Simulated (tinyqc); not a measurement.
sp3s* tight binding with spin-orbit coupling: one step. Levels at Gamma. Four cases, with inputs chosen for the exercise.

Question. At k = 0 only g0 = 1 is left and H falls into 2 x 2 blocks [[E_a, V], [V, E_c]] with roots (E_a + E_c)/2 -/+ sqrt(((E_a - E_c)/2)^2 + V^2); the s* levels stay uncoupled. The direct gap runs from the highest lower root of the p blocks to the lowest upper root.

Spin-orbit coupling acts within the p shell of each atom as (D/3) L.sigma, D = Da or Dc: it puts four states at Ep + D/3 and two at Ep - 2D/3.

Give: Blocks at Gamma (eV); direct gap at Gamma.

Case 1.

Values chosen (near a published set for GaP, fitted to gaps, whose masses and valley positions are rough; spin-orbit coupling, where it is added without a refit, lifts the valence top and shrinks all gaps by about a third of the splitting; not measured data): Esa = -8.224 eV (s level of the anion); Esc = -2.215 eV (s level of the cation); Epa = 1.11 eV (p level of the anion); Epc = 4.166 eV (p level of the cation); Vss = -7.447 eV (s-s); Vxx = 2.178 eV (px-px); Da = 0.067 eV (atomic spin-orbit splitting, anion); Dc = 0.179 eV (the same, cation).

Answer.

Blocks at Gamma (eV):

| block | E_a | E_c | V | lower root | upper root |
|---|---|---|---|---|---|
| s (Gamma6) | -8.2240 | -2.2150 | -7.4470 | -13.2497 | 2.8107 |
| p 3/2 (Gamma8) | 1.1323 | 4.2257 | 2.1780 | 0.0077 | 5.3503 |
| p 1/2 (Gamma7) | 1.0653 | 4.0467 | 2.1780 | -0.0833 | 5.1953 |

direct gap at Gamma = 2.8030 eV

The lowest empty level at Gamma is s-like. The split-off band lies 0.0910 eV below the top, between Dc = 0.179 and Da = 0.067 eV, weighted by where the valence p state sits.

Case 2.

Values chosen (near a published set for Si, fitted to gaps, whose masses and valley positions are rough; spin-orbit coupling, where it is added without a refit, lifts the valence top and shrinks all gaps by about a third of the splitting; not measured data): Esa = -4.202 eV (s level of the anion); Esc = -4.202 eV (s level of the cation); Epa = 1.718 eV (p level of the anion); Epc = 1.718 eV (p level of the cation); Vss = -8.287 eV (s-s); Vxx = 1.711 eV (px-px); Da = 0.043 eV (atomic spin-orbit splitting, anion); Dc = 0.043 eV (the same, cation).

Answer.

Blocks at Gamma (eV):

| block | E_a | E_c | V | lower root | upper root |
|---|---|---|---|---|---|
| s (Gamma6) | -4.2020 | -4.2020 | -8.2870 | -12.4890 | 4.0850 |
| p 3/2 (Gamma8) | 1.7323 | 1.7323 | 1.7110 | 0.0213 | 3.4433 |
| p 1/2 (Gamma7) | 1.6893 | 1.6893 | 1.7110 | -0.0217 | 3.4003 |

direct gap at Gamma = 3.3790 eV

The lowest empty level at Gamma is p-like. The split-off band lies 0.0430 eV below the top, equal to the atomic value.

Case 3.

Values chosen (near a published set for Si, fitted to gaps, whose masses and valley positions are rough; spin-orbit coupling, where it is added without a refit, lifts the valence top and shrinks all gaps by about a third of the splitting; not measured data): Esa = -4.223 eV (s level of the anion); Esc = -4.223 eV (s level of the cation); Epa = 1.719 eV (p level of the anion); Epc = 1.719 eV (p level of the cation); Vss = -8.358 eV (s-s); Vxx = 1.704 eV (px-px); Da = 0.043 eV (atomic spin-orbit splitting, anion); Dc = 0.043 eV (the same, cation).

Answer.

Blocks at Gamma (eV):

| block | E_a | E_c | V | lower root | upper root |
|---|---|---|---|---|---|
| s (Gamma6) | -4.2230 | -4.2230 | -8.3580 | -12.5810 | 4.1350 |
| p 3/2 (Gamma8) | 1.7333 | 1.7333 | 1.7040 | 0.0293 | 3.4373 |
| p 1/2 (Gamma7) | 1.6903 | 1.6903 | 1.7040 | -0.0137 | 3.3943 |

direct gap at Gamma = 3.3650 eV

The lowest empty level at Gamma is p-like. The split-off band lies 0.0430 eV below the top, equal to the atomic value.

Case 4.

Values chosen (near a published set for AlAs, fitted to gaps, whose masses and valley positions are rough; spin-orbit coupling, where it is added without a refit, lifts the valence top and shrinks all gaps by about a third of the splitting; not measured data): Esa = -7.491 eV (s level of the anion); Esc = -1.149 eV (s level of the cation); Epa = 0.975 eV (p level of the anion); Epc = 3.586 eV (p level of the cation); Vss = -6.647 eV (s-s); Vxx = 1.898 eV (px-px); Da = 0.433 eV (atomic spin-orbit splitting, anion); Dc = 0.023 eV (the same, cation).

Answer.

Blocks at Gamma (eV):

| block | E_a | E_c | V | lower root | upper root |
|---|---|---|---|---|---|
| s (Gamma6) | -7.4910 | -1.1490 | -6.6470 | -11.6846 | 3.0446 |
| p 3/2 (Gamma8) | 1.1193 | 3.5937 | 1.8980 | 0.0909 | 4.6221 |
| p 1/2 (Gamma7) | 0.6863 | 3.5707 | 1.8980 | -0.2552 | 4.5122 |

direct gap at Gamma = 2.9537 eV

The lowest empty level at Gamma is s-like. The split-off band lies 0.3461 eV below the top, between Dc = 0.023 and Da = 0.433 eV, weighted by where the valence p state sits.

Computed by tinyqc, one run a case: `OMP_NUM_THREADS=1 python tinyqc.py N N+1 out.jsonl` with N = 1450820, 1450913, 1450929, 1451004; one thread of a shared Intel(R) Xeon(R) Processor @ 2.30GHz, about 0.3 s a run at most.
